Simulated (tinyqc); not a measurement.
Inside a calculation. Model: Joule-heated wire on a substrate, fin equation.

Computed by the program tinyqc: `OMP_NUM_THREADS=1 python tinyqc.py 2520117 2520118 out.jsonl`, one thread of a shared Intel Xeon 2.30GHz, about 0.01 s for the whole run. Printed values are rounded.

A wire of length L loses heat along itself to two contacts and sideways to the substrate: kap A theta'' - g theta + p = 0 with theta = T - T0 and p = p0. The ends are held at T0. Constant conductivity, diffusive heat flow.

Parameters, values chosen for the exercise:
```
symbol  value     unit                                  meaning
T0        300        K    temperature of substrate and contacts
kap        11  W/(m K)              conductivity along the wire
A         880     nm^2                            cross-section
g        0.79  W/(m K)  conductance per length to the substrate
L         230       nm              length between the contacts
Rc          0     K/uW       thermal resistance of each contact
p0      0.072    uW/nm                       heating per length
```

## Healing length

LH = sqrt(kap A/g); far from the contacts uniform heating p0 would give theta = p0/g.

LH = 110.6940 nm
L/LH = 2.077800
p0/g = 91.13924 K

## The tridiagonal system

Nodes x_i = i h, h = L/12; box widths w_i = h (h/2 at the ends); c = kap A/h; equation of node i: -c theta_(i-1) + d_i theta_i - c theta_(i+1) = b_i with d_i = 2 c + g w_i, b_i = p(x_i) w_i; theta = 0 at the end nodes.

c = 0.5050435 uW/K

| node | d (uW/K) | b (uW) |
|---|---|---|
| 1 | 1.025229 | 1.38 |
| 2 | 1.025229 | 1.38 |
| 3 | 1.025229 | 1.38 |
| 4 | 1.025229 | 1.38 |
| 5 | 1.025229 | 1.38 |
| 6 | 1.025229 | 1.38 |
| 7 | 1.025229 | 1.38 |
| 8 | 1.025229 | 1.38 |
| 9 | 1.025229 | 1.38 |
| 10 | 1.025229 | 1.38 |
| 11 | 1.025229 | 1.38 |

## Temperature rise

Solve -c theta_(i-1) + d_i theta_i - c theta_(i+1) = b_i for nodes 1 to 11, with theta = 0 at nodes 0 and 12.

| node | theta (K) |
|---|---|
| 0 | 0.00000 |
| 1 | 10.94036 |
| 2 | 19.47629 |
| 3 | 25.86370 |
| 4 | 30.29408 |
| 5 | 32.90028 |
| 6 | 33.76041 |
| 7 | 32.90028 |
| 8 | 30.29408 |
| 9 | 25.86370 |
| 10 | 19.47629 |
| 11 | 10.94036 |
| 12 | 0.00000 |

The hottest node is 6, at 33.76 K above T0; a mesh of 800 steps gives a peak of 33.82 K, so the coarse value is 0.17 % below it. On the fine mesh 25.2 % of the heat leaves through the substrate and the rest through the contacts.

## Closed form at the middle

theta(L/2) = (p0/g)[1 - 1/(cosh(L/(2 LH)) + Rc g LH sinh(L/(2 LH)))], LH = sqrt(kap A/g).

theta(L/2) = 33.81806 K
